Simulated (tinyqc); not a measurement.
Gap against thickness: thin (001) film in sp3s* tight binding with raised dangling bonds.

Planes alternate anion (a), cation (c) along [001], a/4 apart, starting with an anion; zero in-plane momentum; levels counted from the bulk Ev, the lower root of [[Epa, Vxx], [Vxx, Epc]]; no spin-orbit coupling. Block of s, pz, s*: from an anion to the cation above, Vss/2 (s,s), Vsapc/2 (s,z), -Vscpa/2 (z,s), Vxx/2 (z,z), Vxapc/2 (s*,z), -Vpaxc/2 (z,s*); to the cation below the same with the s-z and s*-z signs reversed. Block of u = (px + py)/sqrt2 and v = (px - py)/sqrt2: to the cation above (Vxx + Vxy)/2 for u and (Vxx - Vxy)/2 for v, to the cation below the reverse. Each surface atom has two dangling sp3 hybrids; raising both by dl adds (dl/2) [[1, t], [t, 1]] to its s, pz levels (t = -1 at the bottom face, +1 at the top) and dl to the one of u, v in whose plane the missing bonds lie (v for a bottom anion or a top cation, u for a top anion).

Inputs chosen for the exercise (near a published set for Si, fitted to gaps, whose masses and valley positions are rough; shifted at random, so the results belong to these values and not to a real crystal):

| symbol | value | unit | meaning |
|---|---|---|---|
| p | (-4.22, 1.699, -4.22, 1.699, 6.628, 6.628, -8.287, 1.731, 4.568, 5.787, 5.787, 5.434, 5.434) | eV | order Esa, Epa, Esc, Epc, Exa, Exc, Vss, Vxx, Vxy, Vsapc, Vscpa, Vxapc, Vpaxc |
| a | 5.431 | angstrom | lattice constant |
| dp | 30 | eV | value of dl for the passivated films |
| Ns | (6, 11, 12, 20, 24, 36, 50, 69) |  | numbers of planes |

edges (eV): Gamma 3.46200, Delta 1.15997

Passivated films (finite dp, so levels can still be some meV from their limit), thickness N a/4. Highest level below mid-gap (either block) and the two lowest above it. The exponents are -d ln(shift)/d ln N between the sixth and the last film, for the valence level and for the mean of the two conduction levels.

Levels (eV):

| N | thickness (angstrom) | Ev1 | Ec1 | Ec2 | gap |
|---|---|---|---|---|---|
| 6 | 8.15 | -0.5045 | 1.6237 | 1.8099 | 2.1282 |
| 11 | 14.94 | -0.2641 | 1.3330 | 1.3718 | 1.5970 |
| 12 | 16.29 | -0.1990 | 1.3134 | 1.3334 | 1.5125 |
| 20 | 27.16 | -0.0890 | 1.2199 | 1.2261 | 1.3089 |
| 24 | 32.59 | -0.0655 | 1.2034 | 1.2055 | 1.2689 |
| 36 | 48.88 | -0.0321 | 1.1796 | 1.1810 | 1.2117 |
| 50 | 67.89 | -0.0176 | 1.1704 | 1.1709 | 1.1880 |
| 69 | 93.68 | -0.0099 | 1.1656 | 1.1657 | 1.1755 |

exponents: valence 1.80, conduction 1.96

How do the results move, and what explains it?

The gap is 2.128 eV at 8.1 angstrom and 1.175 eV at 93.7, against 1.160 eV in the bulk along this line. At 20 planes the conduction side gives 60 meV of the widening and the valence side 89 meV. A hard-walled parabolic band has exponent 2; departures come from the offset between N a/4 and the effective width, from non-parabolicity and from the termination (odd and even N end differently: in the direction of the bond rows at the two faces and, in a compound, in the kind of atom), which also makes single steps in N uneven. Ec1 and Ec2 are the doublet of the two Delta valleys along the normal.

(tinyqc, `OMP_NUM_THREADS=1 python tinyqc.py 1450155 1450156 out.jsonl`, Intel(R) Xeon(R) Processor @ 2.30GHz, 1 thread, shared host, about 0.3 s.)
